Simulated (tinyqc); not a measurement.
Two-valley model of the transferred-electron effect. Changing the satellite-valley mobility mu2. Computed by tinyqc, a small Python program. Command: `OMP_NUM_THREADS=1 python tinyqc.py 3009683 3009684 out.jsonl gunn sweep`. One thread of a shared host (Intel(R) Xeon(R) Processor @ 2.30GHz), about 0.02 s of CPU time with the checks.

Both kinds of valley share one electron temperature T_e, and each has a constant mobility.

Inputs (values chosen for the exercise, modelled on CdTe):
```
quantity                      value        unit
central-valley mass m1        0.097         m_0
satellite-valley mass m2       0.31         m_0
satellite valleys Z               4           -
valley separation dE           0.47          eV
central-valley mobility mu1    1100  cm^2/(V s)
energy relaxation time tau_E    0.8          ps
lattice temperature T           300           K
```

Solver: damped fixed point.

Constants: k_B = 8.617333262e-05 eV/K.

Method. Density-of-states ratio R = Z (m2/m1)^(3/2); n2/n1 = R exp(-dE/(k_B T_e)); mean mobility mu = (mu1 + mu2 n2/n1)/(1 + n2/n1); energy balance e mu F^2 = (3/2) k_B (T_e - T)/tau_E; v = mu F. Using T_e as the parameter, F(T_e) = sqrt(3 k_B (T_e - T)/(2 e mu tau_E)) and v = mu F; find the first maximum and the next minimum of v, and the most negative dv/dF between them.

One run for each value; columns: (1) satellite-valley mobility mu2 (cm^2/(V s)); (2) peak-to-valley ratio; (3) threshold field (kV/cm); (4) most negative differential mobility (cm^2/(V s)); (5) valley velocity (1e7 cm/s):
```
(1)    (2)    (3)     (4)    (5)
11   1.149  15.82  -69.42  1.008
17   1.134  15.89  -66.89  1.023
26   1.114  16.01  -63.03  1.044
41   1.086  16.22  -56.40  1.074
64   1.055  16.59  -45.72  1.113
98   1.023  17.35  -28.82  1.159
150  1.000  20.85   -0.34  1.207
```

What does the table show?

Over the rows, peak-to-valley ratio falls from 1.15 to 1.00 (exponent d ln y / d ln x -0.030 between the first rows and -0.053 between the last); threshold field (kV/cm) rises from 15.8 to 20.8 (exponent d ln y / d ln x 0.011 between the first rows and 0.43 between the last); most negative differential mobility (cm^2/(V s)) rises from -69.4 to -0.344 (exponent d ln y / d ln x -0.085 between the first rows and -10 between the last).  Left out: 240, 370 (no negative differential mobility).

Extremes, crossings and ranges named in words are read from the listed rows.
